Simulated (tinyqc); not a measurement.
Orbital energy against energy difference: ionisation energy by orbital energies and by energy differences in the 6-31g basis, for BeH2, spin multiplicity 1. Computed by the program tinyqc with PySCF. The cation is unrestricted; errors are against CCSD(T) in this basis, not against experiment.

Geometry (angstrom):
```
atom,x,y,z
Be,0.0000,0.0000,0.0000
H,0.0000,1.2910,0.0000
H,0.0000,-1.2910,0.0000
```

CCSD(T) difference in the same basis = 11.7378 eV

IP-EOM-CCSD = 11.7744 eV

First vertical ionisation energy (eV):
```
method,-e(HOMO),E(cation) - E,error of -e(HOMO),error of the difference
HF,12.320,11.53977,0.583,-0.198
LDA,7.466,11.80007,-4.272,0.062
PBE,7.491,11.82245,-4.247,0.085
B3LYP,8.694,12.07528,-3.043,0.337
PBE0,8.885,12.00854,-2.853,0.271
CAM-B3LYP,10.386,12.16980,-1.352,0.432
LC-wPBE,11.868,12.32514,0.130,0.587
```

What does the comparison show, and why?

Koopmans errs by +0.58 eV and Delta-HF by -0.20 eV: relaxation, 0.78 eV, lowers the value and the missing correlation difference works against it. The PBE level is off by -4.2 eV through the wrong tail of its potential, though its energy difference is off by +0.08 eV; exact exchange deepens the level, and among the orbital energies LC-wPBE comes closest; among the differences LDA does.
